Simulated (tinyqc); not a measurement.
Thermal displacements in the Debye model: Debye-Waller factors, bond-length spread and the Lindemann rule: one step, computed by the program tinyqc.

A Debye spectrum with three branches of one velocity, cut at k_B Theta; 8 atoms per cube, nearest neighbours at d = 0.433013 a.

Question. Mean-square displacement. <u_x^2> = (3 hbar^2/(2 M k_B Theta)) int_0^1 s coth(s Theta/(2T)) ds (64 Gauss-Legendre points); it tends to 3 hbar^2/(4 M k_B Theta) at T = 0 and to 3 hbar^2 T/(M k_B Theta^2) at high T. B = 8 pi^2 <u_x^2>.

Inputs (values chosen for the exercise, modelled on germanium): atomic mass M = 72.63 u; Debye temperature Theta = 294 K; temperature T = 600 K.

Structure: diamond.

Constants: hbar^2/u = 4.18015928e-03 eV angstrom^2; k_B = 8.617333262e-05 eV/K.

Give: <u_x^2>; zero-point value; classical value; B factor.

Answer.

<u_x^2> = 0.014001 angstrom^2

zero-point value = 0.0017038 angstrom^2

classical value = 0.013909 angstrom^2

B factor = 1.1055 angstrom^2

The zero-point value is 12.2 % and the classical value 99.3 % of the full result; the two are limits, not parts that add.
